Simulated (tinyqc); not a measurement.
Schottky emission and Poole-Frenkel conduction in an insulator, and how to tell them apart: effect of temperature.

Schottky emission (electrode-limited): J = As T^2 exp[-(pb - b sqrt(F))/Vt], b = sqrt(q/(4 pi eps0 ei)). Poole-Frenkel emission (bulk-limited): J = s0 F exp[-(pt - 2 b sqrt(F))/Vt]. F in V/cm.

Both formulas at the same field.

Inputs (values chosen for the exercise); dielectric values close to those of hafnium oxide: high-frequency relative permittivity ei = 4.25; trap depth pt = 0.79 eV; Poole-Frenkel prefactor s0 = 1.2 S/cm; electrode barrier pb = 1.53 eV; Richardson constant As = 17 A/(cm^2 K^2); field F = 2.4 MV/cm.

Constants: q = 1.602176634e-19 C, kB = 1.380649e-23 J/K, Vt = kB T/q, eps0 = 8.8541878128e-14 F/cm where lengths are in cm. Results are converted to the units shown.

Result of one run:
```
J, Schottky (A/cm^2)  J, Poole-Frenkel (A/cm^2)      ratio
3.463e-9                                   6658  5.202e-13
```

Which temperature T gave this result: 225, 260, 340, 420 or 475 K?

T = 420 K.

The whole series:
```
T (K)  J, Schottky (A/cm^2)  J, Poole-Frenkel (A/cm^2)      ratio
225               1.126e-22                      34.57  3.257e-24
260               8.525e-19                      158.9  5.365e-21
300               1.872e-15                      587.3  3.187e-18
340               6.939e-13                       1596  4.347e-16
380               7.590e-11                       3514  2.160e-14
420                3.463e-9                       6658  5.202e-13
475                2.377e-7                    1.344e4  1.768e-11
```

The Schottky current grows by 15.3 decades and the Poole-Frenkel current by 2.59, as their lowered barriers are 1.24 and 0.220 eV. A tunnelling current would hardly change over this range. For T = 225, 260, 300, 340, 380, 420 a Fowler-Nordheim estimate for tunnelling through pb with a mass of 0.4 m0 exceeds the Schottky current, so tunnelling, left out here, would compete.

tinyqc, about 0.01 s, one thread, Intel Xeon 2.30GHz (shared host): `OMP_NUM_THREADS=1 python tinyqc.py 2370032 2370033 out.jsonl`
